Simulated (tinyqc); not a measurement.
Worked calculation: RHF in the sto-3g basis, for BeH2, spin multiplicity 1. One step of it, computed by the program tinyqc.

Task: Iteration 1: diagonalisation and new density. Diagonalise F' = X^T F X, C = X C', fill 3 alpha and 3 beta electrons from the bottom; D = 2 C_occ C_occ^T. Each column has its largest component positive (the first on a tie).

Fock matrix F (hartree), lower triangle:
```
            1Be 1s     1Be 2s   1Be 2px    1Be 2py    1Be 2pz      2H 1s      3H 1s
1Be 1s   -4.381512
1Be 2s   -1.261408  -0.515408
1Be 2px   0.000000   0.000000  0.288754
1Be 2py   0.000289   0.001101  0.000000  -0.071409
1Be 2pz   0.000338  -0.001221  0.000000  -0.000066   0.288740
2H 1s    -0.110188  -0.253876  0.000000  -0.254164  -0.001464  -0.163164
3H 1s    -0.118275  -0.260211  0.000000   0.258515  -0.001374  -0.005570  -0.165291
```

X, lower triangle:
```
            1Be 1s     1Be 2s   1Be 2px    1Be 2py    1Be 2pz      2H 1s     3H 1s
1Be 1s    1.028097
1Be 2s   -0.145328   1.096674
1Be 2px   0.000000   0.000000  1.000000
1Be 2py   0.000351  -0.003442  0.000000   1.123199
1Be 2pz  -0.000063   0.000454  0.000000   0.000008   1.000003
2H 1s     0.018623  -0.154997  0.000000  -0.215813  -0.001064   1.091808
3H 1s     0.019091  -0.162557  0.000000   0.223595  -0.001007  -0.030334  1.098611
```

Give: F' = X^T F X; orbital energies; coefficients C; D after iteration 1.

Result:

F' = X^T F X (hartree), lower triangle:
```
         1        2       3        4        5        6       7
1  -4.2713
2  -0.6956  -0.1504
3   0.0000   0.0000  0.2888
4   0.0008  -0.0038  0.0000   0.1477
5   0.0003  -0.0004  0.0000   0.0000   0.2887
6   0.0260  -0.2160  0.0000  -0.2883  -0.0016  -0.0019
7   0.0246  -0.2230  0.0000   0.2957  -0.0016  -0.0438  0.0057
```

orbital energies (hartree): MO1 -4.3856, MO2 -0.3512, MO3 -0.3193, MO4 0.2728, MO5 0.2888, MO6 0.2889, MO7 0.5131

coefficients C:
```
             MO1      MO2      MO3      MO4     MO5      MO6      MO7
1Be 1s    0.9910  -0.2018  -0.0066  -0.2359  0.0000  -0.0182   0.0089
1Be 2s    0.0338   0.6183   0.0228   0.9398  0.0000   0.0734  -0.0404
1Be 2px   0.0000   0.0000   0.0000   0.0000  1.0000   0.0000   0.0000
1Be 2py  -0.0002  -0.0168   0.5109   0.0321  0.0000   0.0027   1.0468
1Be 2pz   0.0000   0.0023   0.0002  -0.0780  0.0000   0.9970  -0.0002
2H 1s    -0.0045   0.4076   0.4663  -0.6613  0.0000  -0.0552  -0.6633
3H 1s    -0.0046   0.4366  -0.4347  -0.6200  0.0000  -0.0515   0.7197
```

D after iteration 1, lower triangle:
```
          1Be 1s  1Be 2s  1Be 2px  1Be 2py  1Be 2pz    2H 1s   3H 1s
1Be 1s    2.0455
1Be 2s   -0.1828  0.7679
1Be 2px   0.0000  0.0000   0.0000
1Be 2py  -0.0003  0.0026   0.0000   0.5227
1Be 2pz  -0.0010  0.0028   0.0000   0.0001   0.0000
2H 1s    -0.1795  0.5251   0.0000   0.4628   0.0020   0.7672
3H 1s    -0.1796  0.5198   0.0000  -0.4588   0.0018  -0.0494  0.7592
```
